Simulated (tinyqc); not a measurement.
From results back to parameters: effective mass of the light-hole band from tabulated energies. Two cases, with inputs chosen for the exercise.

Problem. A band follows E (1 + alpha E) = c k^2/m, c = hbar^2/2m0. Its energies at two wave vectors are given.

Constants: hbar^2/2m0 = 3.80998211 eV angstrom^2.

Case 1.

Values chosen (out of a larger set: band of an eight-band Kane model near InSb; not measured data): k12 = (0.0063, 0.0168) 1/angstrom (two wave vectors).

energies (meV): 9.71785  56.24952

Case 2.

Values chosen (out of a larger set: band of an eight-band Kane model near GaAs; not measured data): k12 = (0.012, 0.032) 1/angstrom (two wave vectors).

energies (meV): 6.01584  40.63363

Find: y = c k^2/E; m; alpha.
Solution. y = m + m alpha E is a straight line through the two points.

Case 1.

y = c k^2/E (m0): 0.01556  0.01912
m = 0.0148 m0
alpha = 5.16 1/eV

Case 2.

y = c k^2/E (m0): 0.09120  0.09601
m = 0.0904 m0
alpha = 1.54 1/eV

Computed by tinyqc, one run a case: `OMP_NUM_THREADS=1 python tinyqc.py N N+1 out.jsonl` with N = 1850997, 1851058; one thread of a shared Intel(R) Xeon(R) Processor @ 2.30GHz, about 0.01 s a run at most.
